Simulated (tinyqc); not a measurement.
Inside a calculation: Koster-Slater impurity in an sp3s* host. Values are carried at full precision from step to step, so a last printed digit may differ when a step is redone from the rounded ones.

sp3s* tight binding, nearest neighbours only: anion (a) at 0, cation (c) at a/4 (1,1,1), orbitals s, px, py, pz, s* on each; k in units of 2 pi/a. With phases e_j = exp(i (pi/2) k.n_j) for n = (1,1,1), (1,-1,-1), (-1,1,-1), (-1,-1,1): g0 = (e1+e2+e3+e4)/4, g1 = (e1+e2-e3-e4)/4, g2 = (e1-e2+e3-e4)/4, g3 = (e1-e2-e3+e4)/4. The diagonal holds the levels Esa, Epa, Exa (s*) and Esc, Epc, Exc. Anion-cation block: <sa|sc> = Vss g0; <sa|xc> = Vsapc g1; <xa|sc> = -Vscpa g1; <xa|xc> = Vxx g0; <xa|yc> = <ya|xc> = Vxy g3, <xa|zc> = <za|xc> = Vxy g2, <ya|zc> = <za|yc> = Vxy g1; <s*a|xc> = Vxapc g1; <xa|s*c> = -Vpaxc g1; y and z take g2 and g3 in place of g1; s-s* and s*-s* vanish.

Values chosen for the exercise (out of a larger set: near a published set for Si; not measured data): p = (-4.151, 1.698, -4.151, 1.698, 6.645, 6.645, -8.292, 1.718, 4.54, 5.717, 5.717, 5.432, 5.432) eV (order Esa, Epa, Esc, Epc, Exa, Exc, Vss, Vxx, Vxy, Vsapc, Vscpa, Vxapc, Vpaxc); N = 6 (mesh); V = -10.2 eV (shift of the s level).

## The gap of the host

Gaps from the top of the valence band to Gamma, to the minimum on (x,0,0) from 0.5 to 1, and to L; the smallest is Eg.

top of the valence band on the scale of the parameters = -0.0200 eV

gaps (eV): Gamma 3.4360, Delta 1.1286, L 2.4434

Eg (smallest gap of the host) = 1.1286 eV

## Where the weight lies

A defect on an anion site (a) shifts the s level there by Vs or the three p levels by Vp and leaves the rest. A level in the gap solves 1/Vs = G_s(E) (symmetry A1) or 1/Vp = G_p(E) (T2, threefold), with G(E) = (1/N^3) sum over k and bands of w/(E - e), where w is the weight of the state on the s orbital of that site, or the mean weight on its px, py, pz. Mesh: k = f1 (-1,1,1) + f2 (1,-1,1) + f3 (1,1,-1), f = (j + 1/2)/N, j = 0 to N - 1. Energies from the top of the valence band at Gamma; the s* orbital of the site is left as it is. An infinite shift removes the s or p orbitals, the model of the ideal vacancy: G(E) = 0.

For each band: mean energy over the mesh and summed weights; each column of weights adds to one.

Bands:
```
band  mean energy (eV)  s weight  p weight
1              -10.059    0.4130    0.0265
2               -6.100    0.1953    0.0903
3               -2.226    0.0057    0.1644
4               -1.788    0.0016    0.1660
5                1.735    0.0773    0.0781
6                2.679    0.2426    0.0421
7                5.238    0.0009    0.1653
8                5.669    0.0161    0.1559
9                9.717    0.0312    0.0463
10              10.511    0.0162    0.0652
```

The filled bands hold 0.616 of the s orbital and 0.447 of each p orbital of the anion. Filled states add positive terms to G in the gap and empty ones negative terms.

## Green functions across the gap

G at nine energies E = Eg j/8.

G(E) (1/eV):
```
E (eV)       G_s       G_p
0.0000  -0.07365   0.10475
0.1411  -0.08621   0.06593
0.2822  -0.10057   0.03862
0.4232  -0.11740   0.01438
0.5643  -0.13773  -0.00945
0.7054  -0.16334  -0.03493
0.8465  -0.19764  -0.06494
0.9876  -0.24914  -0.10608
1.1286  -0.37204  -0.20245
```

Both fall with E, as dG/dE = -sum w/(E - e)^2 demands. G_s keeps its sign, so the vacancy has no level of this symmetry in the gap. G_p changes sign, so the vacancy has a level of this symmetry in the gap.

## A first estimate from the table

A defect that shifts the s level of its anion site by V has a level where the host Green function G_s(E) equals 1/V; E is counted from the top of the valence band. Find it by linear interpolation between the two rows that bracket it.

1/V = -0.09804 1/eV
estimated level = 0.257 eV

## The level and its weight on the defect

Solve by bisection with the full sum. The weight of the bound state on the shifted orbital is G^2/(-G'), which is also dE/dV.

level = 0.2588 eV
G'(E) = -0.10676 1/eV^2
weight on the defect orbital = 0.0900

The level lies 0.259 eV above the valence band and 0.870 eV below the conduction band. Only 9.0 % of it sits on the shifted orbital, the rest on other orbitals (the s* of the same site among them), so a shift of 1 eV moves the level by about 90 meV.

## Checks

- Sum of the s weights over all bands against one: both 1.00000.
- First moment of the s weights against the s level of the site, on the scale of the parameters: both -4.15100.

Program tinyqc; command `OMP_NUM_THREADS=1 python tinyqc.py 1481074 1481075 out.jsonl`; about 0.08 s on one thread of a shared Intel(R) Xeon(R) Processor @ 2.30GHz.
